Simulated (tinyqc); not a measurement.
Inside a calculation. Method: ROHF in the 6-31g basis, for H3, spin multiplicity 2. One step of it, computed by the program tinyqc.

Task: Iteration 2: Roothaan effective Fock matrix. With projectors Pc = D(beta) S, Po = (D(alpha) - D(beta)) S, Pv = 1 - D(alpha) S, the block xy is Px^T F Py; with Fc = (F(alpha) + F(beta))/2, the blocks are Fc for cc, oo, vv and cv, F(beta) for co and F(alpha) for ov.

F(alpha) (hartree), lower triangle:
```
,1H 1s,1H 2s,2H 1s,2H 2s,3H 1s,3H 2s
1H 1s,0.071759
1H 2s,-0.441934,-0.387907
2H 1s,-0.301467,-0.366045,-0.038291
2H 2s,-0.370320,-0.397376,-0.499099,-0.394021
3H 1s,-0.300867,-0.365755,-0.097631,-0.232791,-0.038910
3H 2s,-0.369949,-0.397199,-0.232739,-0.306806,-0.499512,-0.394266
```

F(beta) (hartree), lower triangle:
```
,1H 1s,1H 2s,2H 1s,2H 2s,3H 1s,3H 2s
1H 1s,0.078440
1H 2s,-0.427886,-0.344413
2H 1s,-0.285105,-0.306299,0.278052
2H 2s,-0.354828,-0.340362,-0.289852,-0.230451
3H 1s,-0.284660,-0.305773,-0.198185,-0.265194,0.279111
3H 2s,-0.354573,-0.340071,-0.265448,-0.302260,-0.289053,-0.229783
```

D(alpha) after iteration 1, lower triangle:
```
,1H 1s,1H 2s,2H 1s,2H 2s,3H 1s,3H 2s
1H 1s,0.075893
1H 2s,0.079895,0.084109
2H 1s,0.058178,0.061410,0.134174
2H 2s,0.057721,0.061162,0.260946,0.568124
3H 1s,0.057880,0.060768,-0.045554,-0.173517,0.134414
3H 2s,0.057134,0.059749,-0.173496,-0.482211,0.261708,0.570120
```

D(beta) after iteration 1, lower triangle:
```
,1H 1s,1H 2s,2H 1s,2H 2s,3H 1s,3H 2s
1H 1s,0.075893
1H 2s,0.079895,0.084109
2H 1s,0.058096,0.061160,0.044472
2H 2s,0.057523,0.060556,0.044034,0.043599
3H 1s,0.057962,0.061019,0.044370,0.043932,0.044268
3H 2s,0.057332,0.060356,0.043888,0.043455,0.043786,0.043311
```

overlap S, lower triangle:
```
,1H 1s,1H 2s,2H 1s,2H 2s,3H 1s,3H 2s
1H 1s,1.000000
1H 2s,0.658292,1.000000
2H 1s,0.139680,0.329341,1.000000
2H 2s,0.329341,0.653702,0.658292,1.000000
3H 1s,0.139428,0.329114,0.066467,0.247464,1.000000
3H 2s,0.329114,0.653426,0.247464,0.548364,0.658292,1.000000
```

Give: effective F.

Result:

effective F (hartree), lower triangle:
```
,1H 1s,1H 2s,2H 1s,2H 2s,3H 1s,3H 2s
1H 1s,0.075
1H 2s,-0.435,-0.366
2H 1s,-0.293,-0.336,0.097
2H 2s,-0.363,-0.369,-0.399,-0.305
3H 1s,-0.293,-0.336,-0.125,-0.245,0.098
3H 2s,-0.362,-0.369,-0.245,-0.312,-0.398,-0.305
```
